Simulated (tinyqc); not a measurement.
BCS gap equation with a constant attraction inside the Debye window: one step, computed by the program tinyqc.

Pairs attract with strength V for |xi| < k_B Theta; N(0) is the density of states for one spin. Energies are given as temperatures (E/k_B, in K) unless marked.

Question. One evaluation of the gap equation. Gap equation: 1/(N(0)V) = I(Delta, T) = int_0^Theta tanh(E/2T)/E d xi, E = sqrt(xi^2 + Delta^2); 64 Gauss-Legendre points in y with xi = max(Delta, T) sinh(y). Take Delta = Delta_0 as the trial; the fixed-point update is Delta(new) = N(0)V Delta I(Delta, T).

Inputs (values chosen for the exercise, modelled on niobium): coupling N(0)V = 0.285; Debye temperature Theta = 278 K; temperature T = 4.61 K.

Solver: secant.

Delta_0 = 16.65804 K

Give: I(Delta_0, T); updated Delta.

Answer.

I(Delta_0, T) = 3.4750

updated Delta = 16.497 K
